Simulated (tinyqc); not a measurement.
# Worked calculation: one-diode model of a solar cell

Program tinyqc, `OMP_NUM_THREADS=1 python tinyqc.py 2280011 2280012 out.jsonl`; Intel Xeon 2.30GHz, shared host, one thread, about 0.01 s. Printed values are rounded.

J is the current delivered and Vj = V + J Rs the junction voltage. J = X JL - J01 (exp(Vj/(n1 Vt)) - 1) - Vj/Rp. The photocurrent does not depend on voltage.

Values chosen for this exercise; values of the order met in cells of cadmium telluride: temperature T = 300 K; photocurrent at one sun JL = 25.6 mA/cm^2; concentration X = 50 suns; saturation current of the diode J01 = 5.3e-9 A/cm^2; ideality factor of the diode n1 = 1.78; series resistance Rs = 0.0052 ohm cm^2; shunt resistance Rp = 700 ohm cm^2; incident power at one sun Pin = 100 mW/cm^2.

Constants: q = 1.602176634e-19 C, kB = 1.380649e-23 J/K, Vt = kB T/q. Results are converted to the units shown.

## Starting value

Vj = 0.8 V.

Vj at the start = 0.8 V

## Iteration 1: new Vj

Maximum power: dP/dVj = f = J (1 + 2 Rs G) - G Vj = 0. G = -dJ/dVj = J01 exp(Vj/(n1 Vt))/(n1 Vt) + 1/Rp. H = dG/dVj; f' = -2 G - 2 Rs G^2 + (2 Rs J - Vj) H; Vj(new) = Vj - f/f'.

J = 1090.71 mA/cm^2
G = 4.09018 S/cm^2
H = 88.8540 S/(cm^2 V)
f = -2135.04 mA/cm^2
f' = -78.4297 S/cm^2
Vj after iteration 1 = 0.772778 V

## Iteration 2: new Vj

As before.

J = 1174.76 mA/cm^2
G = 2.26436 S/cm^2
H = 49.1765 S/(cm^2 V)
f = -547.420 mA/cm^2
f' = -41.9837 S/cm^2
Vj after iteration 2 = 0.759739 V

## Course of the iteration

Stop when the step is below 1e-10 V, or after 60 iterations.

Course of the iteration:

| iteration | Vj before the step (V) | step (V) |
|---|---|---|
| 1 | 0.8 | -0.0272 |
| 2 | 0.772778 | -0.0130 |
| 3 | 0.759739 | -2.39e-3 |
| 4 | 0.757350 | -6.79e-5 |
| 5 | 0.757282 | -5.31e-8 |
| 6 | 0.757282 | -3.23e-14 |

Converged in 6 iterations.

## Figures of merit

Jsc at V = 0, Voc at J = 0, the maximum power point where J (1 + 2 Rs G) = G Vj with G = -dJ/dVj; FF = Vmp Jmp/(Voc Jsc); efficiency Vmp Jmp/(X Pin). Empirical fill factor without parasitics FF0 = (v - ln(v + 0.72))/(v + 1), v = Voc/(n1 Vt).

Jsc = 1279.99 mA/cm^2
Voc = 0.888185 V
Vmp = 0.751019 V
Jmp = 1204.56 mA/cm^2
FF = 0.795734
efficiency = 18.0929 %
FF0 = 0.803127

FF is 0.92 % below FF0. Removing one loss at a time changes the efficiency by: series resistance +0.15, shunt +0.02 points.
